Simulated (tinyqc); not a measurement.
What moves the results: special k points of the hexagonal lattice. A value that a table varies takes the place of the one given here.

Lattice vectors in units of a: a1 = (1, 0), a2 = (-1/2, sqrt(3)/2); reciprocal vectors b_i with a_i . b_j = 2 pi delta_ij. Mesh: k = sum_i f_i b_i with f_i = (2 j_i + shift)/(2 N), j_i = 0 .. N-1. The point group of the lattice has 12 operations; only those that map the mesh onto itself are used.

A_m(k) = sum over the m-th star of lattice vectors R of cos(k . R), stars in order of length: m = 1: |R|^2 = 1, 6 vectors, such as (1, 1) in the basis a_i; m = 2: |R|^2 = 3, 6 vectors, such as (2, 1) in the basis a_i; m = 3: |R|^2 = 4, 6 vectors, such as (2, 2) in the basis a_i; m = 4: |R|^2 = 7, 12 vectors, such as (3, 2) in the basis a_i; m = 5: |R|^2 = 9, 6 vectors, such as (3, 3) in the basis a_i; m = 6: |R|^2 = 12, 6 vectors, such as (4, 2) in the basis a_i. The zone mean of every A_m is zero.

Test function, the lower band of a two-band insulator: E(k) = -sqrt(D^2 + (e0 - t A_1(k))^2).

Parameters, chosen for this exercise: D = 1.94 eV (half gap term); t = 0.56 eV (coupling); e0 = 1.85 eV (offset); N = 8 (points along each reciprocal vector); shift = 0 (half steps).

## Mesh size and shift

Errors of the mean of E against the unshifted mesh with N = 96. The fifth column is |R|^2 of the shortest star with a non-zero mean.

Meshes:

| mesh | points | irreducible | operations | \|R\|^2 missed | error (meV) |
|---|---|---|---|---|---|
| 2 Gamma | 4 | 2 | 12 | 4.00 | -340.648 |
| 2 shifted | 4 | 2 | 4 | 4.00 | 124.416 |
| 3 Gamma | 9 | 3 | 12 | 9.00 | -20.837 |
| 3 shifted | 9 | 4 | 4 | 9.00 | 6.278 |
| 4 Gamma | 16 | 4 | 12 | 16.00 | 8.150 |
| 4 shifted | 16 | 6 | 4 | 16.00 | -2.664 |
| 5 Gamma | 25 | 5 | 12 | 25.00 | 1.172 |
| 5 shifted | 25 | 9 | 4 | 25.00 | -0.395 |
| 6 Gamma | 36 | 7 | 12 | 36.00 | -0.501 |
| 6 shifted | 36 | 12 | 4 | 36.00 | 0.167 |
| 8 Gamma | 64 | 10 | 12 | >36 | 0.040 |
| 8 shifted | 64 | 20 | 4 | >36 | -0.013 |
| 10 Gamma | 100 | 14 | 12 | >36 | -0.004 |
| 10 shifted | 100 | 30 | 4 | >36 | 0.001 |

reference mean = -2.93455 eV

The shifted mesh has the smaller error for 7 of 7 values of N and the larger for 0. The cheapest mesh within 1 meV is 6 Gamma, with 7 irreducible points. A mesh misses the lattice vectors N (n1 a1 + n2 a2 + ...); the half shift gives each the sign (-1)^(n1 + n2 + ...), so the 6 shortest ones add up to -2 in place of 6. The shift lowers the symmetry; it leaves more irreducible points for N = 3, 4, 5, 6, 8 and 10.

## Gap and mesh density

D takes the values listed; errors against the unshifted mesh with N = 192, for unshifted meshes.

Errors (meV):

| D (eV) | reference (eV) | N = 2 | N = 4 | N = 6 | N = 8 |
|---|---|---|---|---|---|
| 0.2 | -2.0725 | -540.869 | 19.027 | -7.313 | -1.563 |
| 0.4 | -2.1181 | -520.056 | 22.584 | -5.022 | -0.286 |
| 0.8 | -2.2645 | -469.605 | 21.397 | -2.912 | 0.261 |
| 1.5 | -2.6426 | -385.021 | 12.347 | -1.022 | 0.102 |
| 2.5 | -3.3477 | -294.047 | 4.820 | -0.204 | 0.011 |
| 4.0 | -4.5958 | -209.623 | 1.399 | -0.024 | 0.001 |

The first listed N from which the error stays below 0.5 meV is none for D = 0.2, 8 for D = 0.4, 8 for D = 0.8, 8 for D = 1.5, 6 for D = 2.5, 6 for D = 4 eV. A larger D makes the function smoother, so its Fourier coefficients fall faster with |R|; single entries change sign along a column, so a small error on one coarse mesh can be a cancellation.

## What moves the zone average

Mean of E over the mesh, and its error against the unshifted mesh with N = 96. Each row changes one parameter from the base and keeps the others.

Results:

| case | mean (eV) | error (meV) | irreducible points |
|---|---|---|---|
| base | -2.9345 | 0.04 | 10 |
| N = 9 | -2.9345 | 0.01 | 12 |
| shift = 1 | -2.9346 | -0.01 | 20 |
| D = 1.358 eV | -2.5560 | 0.14 | 10 |
| t = 0.728 eV | -3.1206 | 0.26 | 10 |

The largest shifts from the base row, up to three for each result and ties (the steps differ in size, so this ranks the rows, not the parameters). mean (eV): D +0.3785, t -0.1861, shift -0.0001; unchanged at the printed digits by N. error (meV): t +0.22, D +0.10, shift -0.05. irreducible points: shift +10, N +2; unchanged at the printed digits by D and t.

Run: tinyqc, `OMP_NUM_THREADS=1 python tinyqc.py 1651617 1651618 out.jsonl`; Intel(R) Xeon(R) Processor @ 2.30GHz, one thread, shared host; about 0.1 s of CPU time with all checks.
